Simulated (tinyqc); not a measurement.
Delay unit and parasitic delay from two ring oscillators.

Problem. A ring of 11 inverters oscillates at 1/(2 x 11 d), with stage delay d = tau (h + p) for fan-out h. Find tau, p and the delay at fan-out 4.

frequencies of 11-stage ring oscillators with fan-out 1 and 6 (GHz): [3.8523413, 0.98601593]

Solution. d is a straight line in h with slope tau and intercept tau p.

tau = 6.86 ps
p = 0.720
delay at fan-out 4 = 32.4 ps

Program tinyqc, `OMP_NUM_THREADS=1 python tinyqc.py 2082151 2082152 out.jsonl`; Intel Xeon 2.30GHz, shared host, one thread, about 0.01 s.
